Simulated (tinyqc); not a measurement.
UHF in the sto-3g basis, for Be+, spin multiplicity 2, step by step. One step of it, computed by the program tinyqc.

Task: Iteration 3: building the Fock matrix. J_ij = sum D_kl (ij|kl) with D = D(alpha) + D(beta), K_ij = sum D_kl (ik|jl) for each spin; F = H + J - K(s); E = tr D H + tr D J / 2 - 0.5 sum_s tr D(s) K(s) + E_nn.

D(alpha) after iteration 2, lower triangle:
```
            1Be 1s     1Be 2s    1Be 2px   1Be 2py   1Be 2pz
1Be 1s    1.066229
1Be 2s   -0.258290   1.005564
1Be 2px  -0.013345   0.045671   0.002077
1Be 2py   0.025294  -0.080483  -0.003663  0.006463
1Be 2pz   0.069237  -0.232240  -0.010563  0.018632  0.053729
```

D(beta) after iteration 2, lower triangle:
```
            1Be 1s     1Be 2s    1Be 2px   1Be 2py   1Be 2pz
1Be 1s    0.980229
1Be 2s    0.035573   0.001291
1Be 2px  -0.000481  -0.000017   0.000000
1Be 2py   0.002123   0.000077  -0.000001  0.000005
1Be 2pz   0.003434   0.000125  -0.000002  0.000007  0.000012
```

core Hamiltonian H = T + V (hartree), lower triangle:
```
            1Be 1s     1Be 2s    1Be 2px    1Be 2py    1Be 2pz
1Be 1s   -7.867117
1Be 2s   -1.932258  -2.102157
1Be 2px   0.000000   0.000000  -1.634157
1Be 2py   0.000000   0.000000   0.000000  -1.634157
1Be 2pz   0.000000   0.000000   0.000000   0.000000  -1.634157
```

Two-electron integrals (ij|kl) in chemists' order, unique and non-zero (hartree):
```
(11|11) 2.298831   (21|11) 0.392036   (21|21) 0.079539   (22|11) 0.570988
(22|21) 0.143041   (22|22) 0.417683   (31|31) 0.014607   (32|31) 0.021888
(32|32) 0.092265   (33|11) 0.569578   (33|21) 0.143083   (33|22) 0.417589
(33|33) 0.449859   (41|41) 0.014607   (42|41) 0.021888   (42|42) 0.092265
(43|43) 0.024249   (44|11) 0.569578   (44|21) 0.143083   (44|22) 0.417589
(44|33) 0.401360   (44|44) 0.449859   (51|51) 0.014607   (52|51) 0.021888
(52|52) 0.092265   (53|53) 0.024249   (54|54) 0.024249   (55|11) 0.569578
(55|21) 0.143083   (55|22) 0.417589   (55|33) 0.401360   (55|44) 0.401360
(55|55) 0.449859
```

nuclear repulsion = 0 hartree

Give: Coulomb J; exchange K(alpha); exchange K(beta); F(alpha); F(beta); total energy of this density.

Result:

Coulomb J (hartree), lower triangle:
```
          1Be 1s   1Be 2s  1Be 2px  1Be 2py  1Be 2pz
1Be 1s    5.1402
1Be 2s    0.9198   1.5513
1Be 2px   0.0016   0.0078   1.5474
1Be 2py  -0.0027  -0.0136  -0.0002   1.5476
1Be 2pz  -0.0080  -0.0397  -0.0005   0.0009   1.5499
```

exchange K(alpha) (hartree), lower triangle:
```
          1Be 1s   1Be 2s  1Be 2px  1Be 2py  1Be 2pz
1Be 1s    2.3295
1Be 2s    0.3952   0.4367
1Be 2px  -0.0003   0.0211   0.0994
1Be 2py   0.0015  -0.0369  -0.0016   0.1013
1Be 2pz   0.0021  -0.1070  -0.0045   0.0079   0.1214
```

exchange K(beta) (hartree), lower triangle:
```
          1Be 1s   1Be 2s  1Be 2px  1Be 2py  1Be 2pz
1Be 1s    2.2814
1Be 2s    0.4076   0.0887
1Be 2px  -0.0003  -0.0001   0.0160
1Be 2py   0.0013   0.0004   0.0000   0.0160
1Be 2pz   0.0020   0.0006   0.0000   0.0000   0.0160
```

F(alpha) (hartree), lower triangle:
```
          1Be 1s   1Be 2s  1Be 2px  1Be 2py  1Be 2pz
1Be 1s   -5.0564
1Be 2s   -1.4076  -0.9875
1Be 2px   0.0019  -0.0133  -0.1862
1Be 2py  -0.0042   0.0232   0.0014  -0.1878
1Be 2pz  -0.0102   0.0673   0.0040  -0.0070  -0.2056
```

F(beta) (hartree), lower triangle:
```
          1Be 1s   1Be 2s  1Be 2px  1Be 2py  1Be 2pz
1Be 1s   -5.0083
1Be 2s   -1.4201  -0.6395
1Be 2px   0.0019   0.0079  -0.1027
1Be 2py  -0.0040  -0.0140  -0.0002  -0.1025
1Be 2pz  -0.0101  -0.0403  -0.0005   0.0009  -0.1002
```

total energy of this density = -14.088274 hartree
